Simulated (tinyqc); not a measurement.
# Bandgap voltage reference from two bipolar transistors: output against temperature

Two transistors of area 1 and N carry the same current I. Is(T) = Is (T/T0)^eta exp[(Vg0 q/kB)(1/T0 - 1/T)], VBE1 = Vt ln(I/Is(T)) + I rb, VBE2 = Vt ln(I/(N Is(T))) + I rb/N. The amplifier forces I R1(T) = VBE1 - VBE2 + Vos, with R(T) = R (1 + tc (T - T0)) for both resistors, and the output is Vref = VBE1 + I R2(T). Base currents and the Early effect are neglected.

Vt = kB T/q; I = (Vt ln N + Vos)/(R1(T) - rb (1 - 1/N)).

Values chosen for this exercise; values of the order met in silicon bipolar transistors:
- T0 = 300 K (reference temperature)
- Vg0 = 1.183 V (band-gap voltage extrapolated to 0 K)
- eta = 4.2 (temperature exponent of the saturation current)
- Is = 1.7e-16 A (saturation current of the unit transistor at T0)
- N = 24 (area ratio of the second transistor)
- R1 = 21 kohm (resistor across which the difference of VBE falls, at T0)
- tc = 0 ppm/K (temperature coefficient of both resistors)
- Vos = 0 mV (offset of the amplifier)
- rb = 0 ohm (series resistance of the unit transistor)
- R2 = 163.4 kohm (output resistor at T0)

Constants: q = 1.602176634e-19 C, kB = 1.380649e-23 J/K. Results are converted to the units shown.

Result of one run:

| T (K) | I (uA) | VBE1 (V) | I R2 (V) | Vref (V) | Vref - Vref(T0) (mV) | dVref/dT (uV/K) |
|---|---|---|---|---|---|---|
| 253 | 3.299 | 0.7174 | 0.5391 | 1.257 | 0.4372 | 14.86 |

What becomes of these results when the temperature T is changed from 253 to 373 K, all else the same?

Result of the changed run:

| T (K) | I (uA) | VBE1 (V) | I R2 (V) | Vref (V) | Vref - Vref(T0) (mV) | dVref/dT (uV/K) |
|---|---|---|---|---|---|---|
| 373 | 4.864 | 0.4566 | 0.7948 | 1.251 | -4.617 | -92.19 |

The whole series:

| T (K) | I (uA) | VBE1 (V) | I R2 (V) | Vref (V) | Vref - Vref(T0) (mV) | dVref/dT (uV/K) |
|---|---|---|---|---|---|---|
| 218 | 2.843 | 0.7908 | 0.4645 | 1.255 | -0.7835 | 55.92 |
| 233 | 3.039 | 0.7595 | 0.4965 | 1.256 | -0.08391 | 37.57 |
| 253 | 3.299 | 0.7174 | 0.5391 | 1.257 | 0.4372 | 14.86 |
| 273 | 3.560 | 0.6749 | 0.5817 | 1.257 | 0.5219 | -6.122 |
| 298 | 3.886 | 0.6211 | 0.6350 | 1.256 | 0.06242 | -30.28 |
| 323 | 4.212 | 0.5668 | 0.6883 | 1.255 | -0.9761 | -52.50 |
| 348 | 4.538 | 0.5120 | 0.7416 | 1.254 | -2.549 | -73.06 |
| 373 | 4.864 | 0.4566 | 0.7948 | 1.251 | -4.617 | -92.19 |
| 398 | 5.190 | 0.4008 | 0.8481 | 1.249 | -7.148 | -110.1 |
| 423 | 5.516 | 0.3446 | 0.9014 | 1.246 | -10.11 | -126.9 |

VBE1 falls by 2.18 mV/K on average and I R2 rises by 2.13 mV/K. The slope of Vref vanishes at T = 267 K. Between 233 and 398 K Vref spans 7.69 mV, or 37.1 ppm/K by the box method (span over the average over T, over 165 K).

Computed by the program tinyqc: `OMP_NUM_THREADS=1 python tinyqc.py 2062036 2062037 out.jsonl`, one thread of a shared Intel Xeon 2.30GHz, about 0.02 s for the whole run.
